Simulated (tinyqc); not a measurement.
Six-band Luttinger-Kohn model with strain: one step. The terms P, Q, R, S at one k. Three cases, with inputs chosen for the exercise.

Problem. Form the four terms.

P = c g1 k^2 - av tr(e); Q = c g2 (kx^2 + ky^2 - 2 kz^2) - (b/2)(exx + eyy - 2 ezz); R = c sqrt3 [-g2 (kx^2 - ky^2) + 2i g3 kx ky] + (sqrt3/2) b (exx - eyy) - i d exy; S = 2 c sqrt3 g3 (kx - i ky) kz - d (exz - i eyz); c = hbar^2/2m0, e the strain tensor (not engineering shear).

Constants: hbar^2/2m0 = 3.80998211 eV angstrom^2.

Case 1.

Values chosen (near those of Si; shifted at random, so the results belong to these values and not to a real crystal):
- Dso = 0.043 eV (spin-orbit splitting)
- g1 = 4.29 (Luttinger gamma1)
- g2 = 0.34 (gamma2)
- g3 = 1.43 (gamma3)
- av = 2.41 eV (valence hydrostatic potential)
- b = -2.11 eV (tetragonal shear potential)
- d = -5 eV (trigonal shear potential)
- k = (0.009, 0.053, 0) 1/angstrom (wave vector)

strain tensor:
```
             x            y           z
x  -0.00627116   0.00000000  0.00000000
y   0.00000000  -0.00627116  0.00000000
z   0.00000000   0.00000000  0.00460635
```

Case 2.

Values chosen (near those of Si; shifted at random, so the results belong to these values and not to a real crystal):
- Dso = 0.043 eV (spin-orbit splitting)
- g1 = 4.28 (Luttinger gamma1)
- g2 = 0.34 (gamma2)
- g3 = 1.45 (gamma3)
- av = 2.53 eV (valence hydrostatic potential)
- b = -2.07 eV (tetragonal shear potential)
- d = -4.82 eV (trigonal shear potential)
- k = (0.003, 0.038, 0) 1/angstrom (wave vector)

strain tensor:
```
            x            y            z
x  0.01177451   0.00000000   0.00000000
y  0.00000000  -0.00330486   0.00000000
z  0.00000000   0.00000000  -0.00330486
```

Case 3.

Values chosen (near those of Si; shifted at random, so the results belong to these values and not to a real crystal):
- Dso = 0.043 eV (spin-orbit splitting)
- g1 = 4.26 (Luttinger gamma1)
- g2 = 0.34 (gamma2)
- g3 = 1.44 (gamma3)
- av = 2.46 eV (valence hydrostatic potential)
- b = -2.16 eV (tetragonal shear potential)
- d = -4.83 eV (trigonal shear potential)
- k = (0.057, 0.039, 0) 1/angstrom (wave vector)

strain tensor:
```
             x           y           z
x  -0.01200837  0.00000000  0.00000000
y   0.00000000  0.00339949  0.00000000
z   0.00000000  0.00000000  0.00339949
```

Give: Terms (eV).

Solution.

Case 1.

Terms (eV):

| term | from k | from strain |
|---|---|---|
| P | 0.04724 | 0.01913 |
| Q | 0.00374 | -0.02295 |
| R | 0.00612+0.00900i | 0.00000 |
| S | 0.00000 | 0.00000 |

Case 2.

Terms (eV):

| term | from k | from strain |
|---|---|---|
| P | 0.02369 | -0.01307 |
| Q | 0.00188 | 0.01561 |
| R | 0.00322+0.00218i | -0.02703 |
| S | 0.00000 | 0.00000 |

Case 3.

Terms (eV):

| term | from k | from strain |
|---|---|---|
| P | 0.07742 | 0.01282 |
| Q | 0.00618 | -0.01664 |
| R | -0.00388+0.04225i | 0.02882 |
| S | 0.00000 | 0.00000 |

Computed by tinyqc, one run a case: `OMP_NUM_THREADS=1 python tinyqc.py N N+1 out.jsonl` with N = 1080207, 1080503, 1080568; one thread of a shared Intel(R) Xeon(R) Processor @ 2.30GHz, about 0.1 s a run at most.
